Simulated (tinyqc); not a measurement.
## Absorption edge of a degenerate semiconductor, band filling against gap narrowing: the optical edge against doping

n-type, parabolic bands, full ionisation. eta = (EF - Ec)/kB T solves N = Nc F12(eta), F12(x) = (2/sqrt(pi)) int_0^infinity sqrt(u)/(1 + exp(u - x)) du. The gap shrinks rigidly by dEg = a3 y^(1/3) + a4 y^(1/4) + a2 y^(1/2), y = N/1e18 cm^-3, an empirical law that is here taken as the true narrowing.

Vertical transitions need an empty final state: the edge is taken where the state lies 4 kB T below EF, E_opt = Eg - dEg + (1 + me/mh) max(eta - 4, 0) kB T; wavelength h c/(q E_opt).

Values chosen for this exercise; band and dielectric values close to those of In0.53Ga0.47As: temperature T = 250 K; band gap Eg = 0.731 eV; conduction-band density of states at 250 K, from me Nc = 1.63e17 cm^-3; electron mass me = 0.0417 m0; hole mass mh = 0.449 m0; coefficient of (N/1e18)^(1/3) a3 = 13.3 meV; coefficient of (N/1e18)^(1/4) a4 = 6 meV; coefficient of (N/1e18)^(1/2) a2 = 1.9 meV.

Constants: q = 1.602176634e-19 C, kB = 1.380649e-23 J/K, Vt = kB T/q. Results are converted to the units shown.

The optical edge against doping:
```
N (cm^-3),eta,dEg (meV),filling shift (meV),E_opt (eV)
4.5e16,-1.1899,7.8972,0,0.72310
8.2e16,-0.51040,9.5330,0,0.72147
1.5e17,0.23816,11.537,0,0.71946
2.8e17,1.1345,14.071,0,0.71693
5e17,2.1627,16.945,0,0.71405
9.2e17,3.5912,20.634,0,0.71037
1.7e18,5.6206,25.202,38.155,0.74395
3.1e18,8.5164,30.699,106.33,0.80663
5.7e18,12.864,37.565,208.70,0.90214
1e19,18.762,45.332,347.56,1.0332
1.9e19,28.821,56.298,584.38,1.2591
```

E_opt goes from 0.723 through a minimum of 0.710 (at N = 9.2e17 cm^-3 among the rows listed) to 1.26 eV, against Eg = 0.731 eV; the filling shift is 0 while eta is below 4. At the end narrowing grows as N^(0.34) and EF - Ec as N^(0.67). Filling therefore wins at high density. For N = 5.7e18, 1e19, 1.9e19 EF lies more than 0.2 eV in the band, where non-parabolicity lowers it markedly.

Range of the model: Band tails, non-parabolic bands and incomplete ionisation are left out.

Computed by the program tinyqc: `OMP_NUM_THREADS=1 python tinyqc.py 2330042 2330043 out.jsonl`, one thread of a shared Intel Xeon 2.30GHz, about 0.01 s for the whole run.
